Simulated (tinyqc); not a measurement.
From results back to parameters: inversion layer as a triangular well, valleys of the Ge type. Four cases, with inputs chosen for the exercise.

Problem. The spacing of the two lowest levels of one ladder was computed from a hidden sheet density Ns.

The field is taken as constant, e F = 4 pi (e^2/4 pi eps0)(Nd + eta Ns)/eps, with 1e12/cm^2 = 1e-4/angstrom^2, and the oxide as a hard wall at z = 0; c = hbar^2/2m0.

Level j of a valley lies at E_j = a_j (c (e F)^2/m_z)^(1/3) above the band edge at the surface, with the Airy zeros a_j = 2.338107, 4.087949, 5.520560, 6.786708, 7.944134, 9.022651, 10.040174, 11.008524, 11.936016, 12.828777, and has <z> = 2 E_j/(3 e F).

Constants: hbar^2/2m0 = 3.80998211 eV angstrom^2; e^2/(4 pi eps0) = 14.39964547 eV angstrom.

Find: F; Ns.

Method. e F = sqrt(m_z/c) [(E_1 - E_0)/(a_1 - a_0)]^(3/2), with a_0 and a_1 the first two zeros; then Ns = (eps e F/(4 pi e^2/4 pi eps0) - Nd)/eta.

Case 1.

Values chosen (near those of Ge; not measured data): m_z = 0.1185 m0 (confinement mass); eps = 16 (dielectric constant); Nd = 0.43 x 1e12/cm^2 (depletion charge); eta = 0.5 (share of Ns in the effective field).

E_1 - E_0 = 55.8841 meV

Solution.

F = 0.1007 MV/cm
Ns = 0.92 x 1e12/cm^2

Case 2.

Values chosen (near those of Ge; not measured data): m_z = 1.566 m0 (confinement mass); eps = 16.1 (dielectric constant); Nd = 0.29 x 1e12/cm^2 (depletion charge); eta = 0.5 (share of Ns in the effective field).

E_1 - E_0 = 36.8044 meV

Solution.

F = 0.1956 MV/cm
Ns = 2.90 x 1e12/cm^2

Case 3.

Values chosen (near those of Ge; not measured data): m_z = 1.567 m0 (confinement mass); eps = 16.2 (dielectric constant); Nd = 0.16 x 1e12/cm^2 (depletion charge); eta = 0.5 (share of Ns in the effective field).

E_1 - E_0 = 54.5472 meV

Solution.

F = 0.3530 MV/cm
Ns = 6.00 x 1e12/cm^2

Case 4.

Values chosen (near those of Ge; not measured data): m_z = 0.1199 m0 (confinement mass); eps = 16.1 (dielectric constant); Nd = 0.45 x 1e12/cm^2 (depletion charge); eta = 0.5 (share of Ns in the effective field).

E_1 - E_0 = 138.1135 meV

Solution.

F = 0.3934 MV/cm
Ns = 6.10 x 1e12/cm^2

Computed by tinyqc, one run a case: `OMP_NUM_THREADS=1 python tinyqc.py N N+1 out.jsonl` with N = 1251606, 1251724, 1251764, 1251879; one thread of a shared Intel(R) Xeon(R) Processor @ 2.30GHz, about 0.04 s a run at most.
